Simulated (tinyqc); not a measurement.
# Carrier lifetime of an n-type layer with SRH, radiative, Auger and surface recombination: lifetime against injection

Uniform excess density dn = dp (no trapping), n = n0 + dn, p = p0 + dn, Boltzmann statistics, full ionisation. Surfaces enter as a rate 2 S dn/d, which holds while diffusion to them is fast.

ni = sqrt(Nc Nv) exp(-Eg/(2 Vt)), Eg in volts; majority density N/2 + sqrt(N^2/4 + ni^2), n0 p0 = ni^2; n1 = Nc exp(-Et/Vt), p1 = Nv exp((Et - Eg)/Vt); tn0 = 1/(sn vth Nt), tp0 = 1/(sp vth Nt). With e = n p - ni^2 = dn (n0 + p0 + dn): U_SRH = e/(tp0 (n + n1) + tn0 (p + p1)), U_rad = B e, U_Aug = (Cn n + Cp p) e, U_s = 2 S dn/d. Each tau is dn over its rate; tau = dn/U with U the sum.

Values chosen for this exercise; band and dielectric values close to those of 4H silicon carbide:
- T = 400 K (temperature)
- Eg = 3.27 eV (band gap)
- Nc = 2.62e19 cm^-3 (conduction-band density of states at T)
- Nv = 3.88e19 cm^-3 (valence-band density of states at T)
- B = 1.52e-12 cm^3/s (radiative coefficient)
- N = 3.5e17 cm^-3 (donor density)
- Cn = 1.7e-31 cm^6/s (Auger coefficient (two electrons))
- Cp = 9e-32 cm^6/s (Auger coefficient (two holes))
- Nt = 6e12 cm^-3 (trap density)
- sn = 3e-16 cm^2 (capture cross-section for electrons)
- sp = 4e-14 cm^2 (capture cross-section for holes)
- vth = 2.3e7 cm/s (thermal velocity (both carriers))
- Et = 2.03 eV (trap level below the conduction band)
- S = 60 cm/s (surface recombination velocity (both faces))
- d = 100 um (sample thickness)

Constants: q = 1.602176634e-19 C, kB = 1.380649e-23 J/K, Vt = kB T/q. Results are converted to the units shown.

The same in every row: tau_s (s) = 8.3333e-5.

Results:
```
dn (cm^-3)  tau_SRH (s)  tau_rad (s)  tau_Aug (s)    tau (s)  radiative share (%)  largest path
1e11          1.8117e-7    1.8797e-6    4.8019e-5  1.6435e-7               8.7434           SRH
1e12          1.8123e-7    1.8797e-6    4.8019e-5  1.6440e-7               8.7461           SRH
1e13          1.8185e-7    1.8796e-6    4.8016e-5  1.6491e-7               8.7735           SRH
1e14          1.8806e-7    1.8792e-6    4.7985e-5  1.7000e-7               9.0464           SRH
1e15          2.4998e-7    1.8743e-6    4.7674e-5  2.1897e-7               11.682           SRH
1e16          8.5212e-7    1.8275e-6    4.4731e-5  5.6977e-7               31.178           SRH
1e17          5.5488e-6    1.4620e-6    2.5991e-5  1.0933e-6               74.779     radiative
1e19          2.3519e-5    6.3565e-8    3.6330e-8  2.3088e-8               36.322         Auger
```

Estimate the missing row, dn = 1e18 cm^-3.

Computed row:
```
dn (cm^-3)  tau_SRH (s)  tau_rad (s)  tau_Aug (s)    tau (s)  radiative share (%)  largest path
1e18          1.8073e-5    4.8733e-7    2.3184e-6  3.9206e-7               80.450     radiative
```

With this row back in the table: SRH recombination leads at dn = 1e11, radiative from 1e17, Auger from 1e19 on. The total lifetime goes from 1.64e-7 through a maximum of 1.09e-6 (at dn = 1e17 among the rows listed) to 2.31e-8 s. tau_SRH goes from 1.81e-7 s (low-injection limit 1.81e-7 s) to 2.35e-5 s (high-injection limit tn0 + tp0 = 2.43e-5 s). Between the last two rows tau_rad goes as dn^(-0.88) and tau_Aug as dn^(-1.80); the radiative share goes from 8.74 through a maximum of 80.4 (at dn = 1e18 among the rows listed) to 36.3 %. For dn = 1e19 the carriers are degenerate, where B and the Auger coefficients no longer stay constant.

tinyqc, about 0.01 s, one thread, Intel Xeon 2.30GHz (shared host): `OMP_NUM_THREADS=1 python tinyqc.py 2300001 2300002 out.jsonl`
